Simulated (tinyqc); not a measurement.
## Trap density from swing and capacitance

Inverse problem. In an MOS structure at one bias the subthreshold swing is S = Vt ln 10 (1 + (Cd + q Dit)/Cox) and 1/C_HF = 1/Cox + 1/Cd, Cox = 3.9 eps0/EOT. Find Cd and Dit.

Parameters, values chosen for the exercise: temperature T = 300 K; equivalent oxide thickness EOT = 25 nm.

Constants: q = 1.602176634e-19 C, kB = 1.380649e-23 J/K, Vt = kB T/q, eps0 = 8.8541878128e-14 F/cm where lengths are in cm. Results are converted to the units shown.

S = 176.05821 mV/decade
C_HF = 68.497916 nF/cm^2

Solution. C_HF gives Cd, and the swing gives Cd + q Dit.

Cd = 135.9 nF/cm^2
Dit = 8.396e11 cm^-2 eV^-1

tinyqc, about 0.01 s, one thread, Intel Xeon 2.30GHz (shared host): `OMP_NUM_THREADS=1 python tinyqc.py 2030078 2030079 out.jsonl`
